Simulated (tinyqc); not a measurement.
Thermal stress and diffusional relaxation in a metal film: Coble and Nabarro-Herring creep, cooling and holds: one step, computed by the program tinyqc.

A thin film on a rigid substrate is stress-free at T0. Tension is positive and the film creeps linearly: d sigma/dt = -M (mismatch) dT/dt - sigma/tau.

Question. Creep at the hold temperature. Creep rate per stress: Nabarro-Herring 14 D Omega/(k_B T d^2), Coble (14 pi) delta D_b Omega/(k_B T d^3), with D = D0 exp(-E/(k_B T)), delta D_b = (delta D_b)0 exp(-E_b/(k_B T)); 1/tau = M x (sum of both)/2 (biaxial strain rate is half the uniaxial one). Temperatures in kelvin are T(C) + 273.15. sigma(t) = sigma_0 exp(-t/tau), relaxed part sigma_0 - sigma(t); the grain size where both mechanisms are equal is pi delta D_b/D.

Inputs (values chosen for the exercise, modelled on copper films on silicon):
```
quantity                           value        unit
biaxial modulus M                    200         GPa
atomic volume Omega                 11.8  angstrom^3
lattice prefactor D0             2.5e-05       m^2/s
lattice energy E                    2.03          eV
boundary prefactor (delta D_b)0  3.7e-15       m^3/s
boundary energy E_b                 1.05          eV
grain size d                         3.1          um
stress-free temperature T0           350           C
hold temperature T                   220           C
hold time t                          3.1           h
```

stress after a quench sigma_0 = 361.4 MPa

Constants: k_B = 1.380649e-23 J/K; k_B = 8.617333262e-05 eV/K.

Give: Nabarro-Herring rate; Coble rate; relaxation time tau; stress after the hold; stress relaxed during the hold; crossover grain size.

Answer.

Nabarro-Herring rate = 1.1336e-22 1/(Pa s)

Coble rate = 1.7606e-16 1/(Pa s)

relaxation time tau = 15.777 h

stress after the hold = 296.93 MPa

stress relaxed during the hold = 64.470 MPa

crossover grain size = 4.8149e+06 um

Coble creep is 1.6e6 times as fast as Nabarro-Herring creep at this grain size. The crossover size is formal, far above any film grain. Caution: bulk creep laws overstate relaxation in a bonded film, where the substrate constrains boundary diffusion, and dislocation glide is left out.
